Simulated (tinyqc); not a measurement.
Bulk resistivity and mean free path from two films.

Question. In the thick-film limit single-crystal films obey rho = rho0 (1 + 3 (1 - ps) lam/(8 d)). Find rho0, lam and the product rho0 lam.

Inputs (values chosen for the exercise): specular share of surface scattering ps = 0.5.

rho at d = 37 and 130 nm (uohm cm): 5.5895000  5.2965500

Answer. rho is a straight line in 1/d: the intercept is rho0 and the slope (3/8)(1 - ps) rho0 lam. Without ps only the product (1 - ps) lam could be found.

rho0 = 5.18 uohm cm
lam = 15.6 nm
rho0 lam = 80.8 uohm cm nm

Computed by the program tinyqc: `OMP_NUM_THREADS=1 python tinyqc.py 2100089 2100090 out.jsonl`, one thread of a shared Intel Xeon 2.30GHz, about 0.01 s for the whole run.
